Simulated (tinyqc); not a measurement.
Layer against dose: implant damage, amorphisation by cascade overlap, and solid-phase epitaxial regrowth. Computed by tinyqc, a small Python program. Command: `OMP_NUM_THREADS=1 python tinyqc.py 3111004 3111005 out.jsonl sper walk`. One thread of a shared host (Intel(R) Xeon(R) Processor @ 2.30GHz), about 0.01 s of CPU time with the checks.

Range and width of the damage are inputs. Dynamic annealing enters only through the surviving share f.

Inputs (values chosen for the exercise, modelled on arsenic ions in silicon):
```
quantity                           value    unit
atomic density N                    49.9  1/nm^3
ion Z1                                33       -
ion mass M1                         74.9       u
target Z2                             14       -
target mass M2                     28.09       u
ion energy E                          52     keV
displacement energy E_d               16      eV
depth of the damage peak R_d          29      nm
width of the damage profile s_d       20      nm
share of defects that survive f     0.77       -
critical displaced share x_c        0.11       -
dose Q                           1.2e+15  1/cm^2
```

Constants: a_0 = 0.529177210903 angstrom; e^2/(4 pi eps_0) = 14.39964548 eV angstrom.

Method. Robinson partition: eps = E a M2/(Z1 Z2 (e^2/(4 pi eps_0)) (M1 + M2)), a = 0.8853 a_0/sqrt(Z1^(2/3) + Z2^(2/3)); k = 0.0793 Z1^(2/3) Z2^(1/2) (M1 + M2)^(3/2)/((Z1^(2/3) + Z2^(2/3))^(3/4) M1^(3/2) M2^(1/2)); damage energy T_d = E/(1 + k (eps + 0.40244 eps^(3/4) + 3.4008 eps^(1/6))); displacements nu = 0.8 T_d/(2 E_d). Displaced share x(z) = f nu Q exp(-(z - R_d)^2/(2 s_d^2))/(sqrt(2 pi) s_d N); the layer is amorphous where x > x_c, between R_d -/+ s_d sqrt(2 ln(x_max/x_c)), the upper edge being cut at the surface. Threshold dose Q_c = Q x_c/x_max.

threshold dose Q_c = 3.73005e+13 1/cm^2

displacements per ion nu = 958.094

Dose series; the last column is f nu Q erfc((z2 - R_d)/(sqrt2 s_d))/2:
```
Q (1/cm^2)   x_max  upper edge (nm)  lower edge (nm)  displaced atoms beyond z2 (1/cm^2)
4.10e+13    0.1209           20.302           37.698                          1.0037e+16
5.60e+13    0.1651           10.970           47.030                          7.5877e+15
9.33e+13    0.2751            1.918           56.082                          6.0467e+15
1.49e+14    0.4394            0.000           62.286                          5.2792e+15
2.61e+14    0.7697            0.000           68.451                          4.6736e+15
4.48e+14    1.3212            0.000           73.594                          4.2581e+15
9.33e+14    2.7514            0.000           79.750                          3.8426e+15
1.87e+15    5.5147            0.000           84.962                          3.5457e+15
```

What does the comparison show, and why?

A dose 46 times larger moves the lower edge from 37.7 to 85.0 nm, as the root of a logarithm, and the damage beyond it falls by a factor 2.8, since the edge lies on an ever steeper tail. The layer reaches the surface at Q_c exp(R_d^2/(2 s_d^2)) = 1.07e14 per cm^2.
